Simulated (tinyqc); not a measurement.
Inside a calculation: three-band tight binding of a dichalcogenide monolayer. Values are carried at full precision from step to step, so a last printed digit may differ when a step is redone from the rounded ones.

Basis dz2, dxy, dx2-y2 on a triangular lattice, nearest neighbours; alpha = kx a/2, beta = sqrt3 ky a/2. h0 = e1 + 2 t0 (cos 2alpha + 2 cos alpha cos beta); h1 = -2 sqrt3 t2 sin alpha sin beta + 2i t1 (sin 2alpha + sin alpha cos beta); h2 = 2 t2 (cos 2alpha - cos alpha cos beta) + 2i sqrt3 t1 cos alpha sin beta; h11 = e2 + 2 t11 cos 2alpha + (t11 + 3 t22) cos alpha cos beta; h22 = e2 + 2 t22 cos 2alpha + (3 t11 + t22) cos alpha cos beta; h12 = sqrt3 (t22 - t11) sin alpha sin beta + 4i t12 sin alpha (cos alpha - cos beta) + i lam sz. H = [[h0, h1, h2], [., h11, h12], [., ., h22]], Hermitian; the lowest band of each spin is filled. K = (4 pi/3a, 0), M = (pi/a, pi/(sqrt3 a)).

Parameters, chosen for this exercise (near a published set for monolayer MoS2; not measured data):
```
symbol  value         unit        meaning
a       3.199         angstrom    lattice constant
e1      1.037         eV          level of dz2
e2      2.106         eV          level of dxy and dx2-y2
t0      -0.184        eV          hopping
t1      0.409         eV          hopping
t2      0.51          eV          hopping
t11     0.215         eV          hopping
t12     0.344         eV          hopping
t22     0.058         eV          hopping
lam     0.071         eV          spin-orbit constant
sz      1                         spin
k       (0.42, 0.59)  1/angstrom  wave vector
```

## H at one k

Form alpha, beta and the matrix.

alpha, beta (rad): [0.67179, 1.63455]

H (eV), rows z2, xy, x2-y2 and columns alike:
```
[[0.9908, -1.0973+0.7645i, 0.2806+1.1067i],
 [-1.0973-0.7645i, 2.1835, -0.1689+0.7959i],
 [0.2806-1.1067i, -0.1689-0.7959i, 2.0971]]
```

## Levels and weights

Diagonalise H.

levels (eV): [-0.6016, 2.7817, 3.0912]

weights, rows z2, xy, x2-y2; columns band 1, band 2, band 3:
```
[[0.549, 0.241, 0.210],
 [0.240, 0.074, 0.686],
 [0.212, 0.685, 0.103]]
```

## Closed forms at K and Gamma

Three-band model of dz2 (level e1) and dxy, dx2-y2 (level e2), spin sz = +/-1; t1 and t2 drop out at these points. At K: e2 - (3/2)(t11 + t22) - 3 sqrt3 t12 + lam sz (valence), e1 - 3 t0 (conduction), e2 - (3/2)(t11 + t22) + 3 sqrt3 t12 - lam sz. At Gamma: e1 + 6 t0 (valence) and e2 + 3 (t11 + t22) -/+ lam.

Levels (eV):
```
point          band 1  band 2  band 3
K, spin up    -0.0200  1.5890  3.4130
K, spin down  -0.1620  1.5890  3.5550
Gamma         -0.0670  2.8540  2.9960
```

smallest direct gap at K = 1.6090 eV
Ev(K) - Ev(Gamma) = 0.0470 eV

Of the two points, the valence band is higher at K, by 47 meV. The dz2 conduction state at K has no atomic orbital angular momentum (Lz = 0) and is not split at this order.

## Bands for both spins

The two lowest bands at the points named.

Levels (eV):
```
k           v, up   c, up  v, down  c, down
G         -0.0670  2.8540  -0.0670   2.8540
G-K 0.25  -0.2602  2.7733  -0.2729   2.8262
G-K 0.5   -0.5219  2.7894  -0.5750   2.8987
G-K 0.6   -0.5432  2.8089  -0.6128   2.7739
G-K 0.75  -0.4057  2.2875  -0.5011   2.2501
G-K 0.9   -0.1196  1.7385  -0.2479   1.7264
K         -0.0200  1.5890  -0.1620   1.5890
K-M 0.5   -0.3766  2.0611  -0.4630   2.0356
M         -0.5797  2.1460  -0.5797   2.1460
M-G 0.5   -0.4657  2.5322  -0.4657   2.5322
```

The spins are degenerate from M to Gamma, since a vertical mirror plane holds this line and flips sz, and the valence splitting is largest at K (142 meV). The lowest conduction level listed is at K. With nearest neighbours alone the model is made for the neighbourhood of K.

## Checks

- Closed forms at K against the matrix: they agree to 1e-10 or better.

(tinyqc, `OMP_NUM_THREADS=1 python tinyqc.py 1450528 1450529 out.jsonl`, Intel(R) Xeon(R) Processor @ 2.30GHz, 1 thread, shared host, about 0.02 s.)
